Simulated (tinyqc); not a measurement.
Bloch-Grueneisen resistivity of a metal: one step, computed by the program tinyqc. Command: `OMP_NUM_THREADS=1 python tinyqc.py 3025437 3025438 out.jsonl bg walk`. One thread of a shared host (Intel(R) Xeon(R) Processor @ 2.30GHz), about 0.01 s of CPU time with the checks.

Electrons scatter from a Debye spectrum of phonons (n = 5 for scattering within one band, n = 3 for scattering into a second, heavy band) and from static defects.

Problem. The integral and the phonon part. J_n(y) = int_0^y x^n e^x/(e^x - 1)^2 dx, by 96 Gauss-Legendre points (upper limit at most 60). rho_ph = (n - 1) rho_1 (T/Theta)^n J_n(Theta/T), with rho_1 = 2 pi lambda_tr k_B Theta/(hbar eps_0 w_p^2), the high-temperature line at T = Theta.

Inputs (values chosen for the exercise, modelled on tungsten): exponent n = 5; Debye temperature Theta = 322 K; temperature T = 295 K.

Addition: T^2 term.

rho_1 = 6.170498 microohm cm

Give: Theta/T; J_n; phonon resistivity rho_ph.

Solution.

Theta/T = 1.0915

J_n = 0.33240

phonon resistivity rho_ph = 5.2950 microohm cm

This is 93.7 % of the straight line rho_1 T/Theta.
